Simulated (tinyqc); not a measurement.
Thickness from two neighbouring fringes.

Problem. At normal incidence a transparent film with an index between those of air and substrate, taken as constant, has reflectance minima at 2 n1 d = (m + 1/2) lam (small phase shifts at the substrate neglected). Find d and the order m of the shorter wavelength.

Parameters, values chosen for the exercise:
- n1 = 1.3 (index of the transparent film)

wavelengths of two neighbouring reflectance minima (nm): [422, 478.26667]

Answer. Neighbouring orders differ by one: 2 n1 d (1/lam1 - 1/lam2) = 1.

d = 1.38e3 nm
m = 8

tinyqc, about 0.4 s, one thread, Intel Xeon 2.30GHz (shared host): `OMP_NUM_THREADS=1 python tinyqc.py 2870103 2870104 out.jsonl`
